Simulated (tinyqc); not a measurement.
Charge control and current of a heterostructure field-effect transistor: one step, computed by the program tinyqc.

Two subbands in a triangular well; E_F is counted from the conduction band edge of the channel at the interface.

Task: Levels and gate capacitance. Charge control: n_s = C_b (V_G - V_T - E_F/e)/e. Well: mean field F = e n_s/(2 eps eps_0), E_i = (hbar^2/2m)^(1/3) [(3 pi e F/2)(i + 3/4)]^(2/3), i = 0, 1; n_s = D k_B T sum_i ln(1 + exp((E_F - E_i)/k_B T)), D = m/(pi hbar^2), which is solved in closed form for E_F. C_g = e dn_s/dV_G = 1/(1/C_b + 1/C_q), 1/C_q = d(E_F/e)/d(e n_s) by a central difference of +/- 0.1 % in n_s; added distance dd = eps eps_0/C_q.

Inputs (values chosen for the exercise, modelled on AlGaAs/GaAs): channel mass m = 0.067 m_0; permittivity eps (barrier and channel) = 12.1; temperature T = 300 K.

Charge source: delta doping. Velocity law: smooth.

sheet density n_s = 1.542562e+12 1/cm^2

barrier capacitance C_b = 0.5101699 microfarad/cm^2

Constants: k_B = 8.617333262e-05 eV/K; e = 1.602176634e-19 C; eps_0 = 8.8541878128e-12 F/m; hbar = 1.054571817e-34 J s; m_0 = 9.1093837015e-31 kg; k_B = 1.380649e-23 J/K.

Give: E_0; E_1; E_F; share in the second subband; gate capacitance C_g; added distance dd.

Result:

E_0 = 98.13 meV

E_1 = 172.6 meV

E_F = 142.0 meV

share in the second subband = 12.51 %

gate capacitance C_g = 0.4040 microfarad/cm^2

added distance dd = 5.517 nm

C_g is 79 % of C_b: the finite density of states and the rise of E_0 act as 5.5 nm of extra barrier.
